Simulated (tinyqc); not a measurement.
Vertical double-diffused power MOSFET, components of the on-resistance: two steps of the calculation.

Stripe cells of pitch Wp + a, two channels a cell. Current flows through the channels, spreads in the accumulation layer, passes the gap between the p bodies and spreads at 45 degrees into the drift layer below them. Low drain voltage, full ionisation.

Inputs (values chosen for the exercise); bulk values close to those of silicon:
- T = 450 K (temperature)
- eps_r = 11.9 (relative permittivity)
- Kc = 3950 V/cm per (cm^-3)^(1/8) (critical-field constant)
- BV = 100 V (rated breakdown voltage of the drift layer)
- mud = 1230 cm^2/(V s) (drift mobility at 300 K)
- bt = 2.2 (temperature exponent of the drift mobility)
- tox = 47 nm (gate oxide thickness (eps_r 3.9))
- Vov = 11 V (gate overdrive)
- mch = 300 cm^2/(V s) (channel mobility)
- mac = 350 cm^2/(V s) (accumulation-layer mobility)
- Lc = 0.6 um (channel length)
- Wp = 3.6 um (width of the p body in one cell, channels included)
- a = 4.3 um (gap between neighbouring p bodies)
- xp = 1 um (depth of the p body)
- Nj = 1 (doping of the gap over the drift doping)
- Vbi = 0.568 V (built-in voltage of the body junction)
- Rs = 0.58 mohm cm^2 (substrate and contact resistance)

Constants: q = 1.602176634e-19 C, eps0 = 8.8541878128e-14 F/cm where lengths are in cm. Results are converted to the units shown.

Task 1. Drift layer. Triangular field at breakdown with Ec = Kc N^(1/8): BV = eps0 eps_r Ec^2/(2 q N), so N = (eps0 eps_r Kc^2/(2 q BV))^(4/3); W = 2 BV/Ec; mu = mud (T/300 K)^(-bt); rho = 1/(q mu N); ideal resistance rho W.

Wanted: N; Ec; W; mu; rho; ideal resistance.

Result 1.

N = 4.107e15 cm^-3
Ec = 0.3534 MV/cm
W = 5.659 um
mu = 504.1 cm^2/(V s)
rho = 3.015 ohm cm
ideal resistance = 1.706 mohm cm^2

Task 2. Components of the on-resistance. Pitch p = Wp + a, Cox = 3.9 eps0/tox; zero-bias depletion in the gap w0 = sqrt(2 eps0 eps_r Vbi/(q N Nj)), open gap g = a - 2 w0; R_ch = Lc p/(2 mch Cox Vov); R_acc = 0.6 a p/(4 mac Cox Vov), 0.6 being an empirical factor for current leaving the layer along its length; R_gap = (rho/Nj) xp p/g; spreading depth t = min(W, (p - g)/2); R_drift = (rho p/2) ln((g + 2 t)/g) + rho (W - t); R_on = the sum with Rs.

N = 4.1070752e15 cm^-3
W = 5.6590212 um
mu = 504.08566 cm^2/(V s)
rho = 3.0147590 ohm cm

Find: w0; g; components; R_on; shares.

Result 2.

w0 = 0.42650 um
g = 3.4470 um
components (mohm cm^2): channel 0.097750, accumulation 0.18014, gap 0.69094, drift 2.0224, substrate 0.58000
R_on = 3.5713 mohm cm^2
shares (%): channel 2.737, accumulation 5.044, gap 19.347, drift 56.631, substrate 16.241

The drift term is the largest. R_on is 2.09 times the ideal drift resistance, and spreading raises the drift term to 1.19 times it.

tinyqc, about 0.01 s, one thread, Intel Xeon 2.30GHz (shared host): `OMP_NUM_THREADS=1 python tinyqc.py 2230023 2230024 out.jsonl`
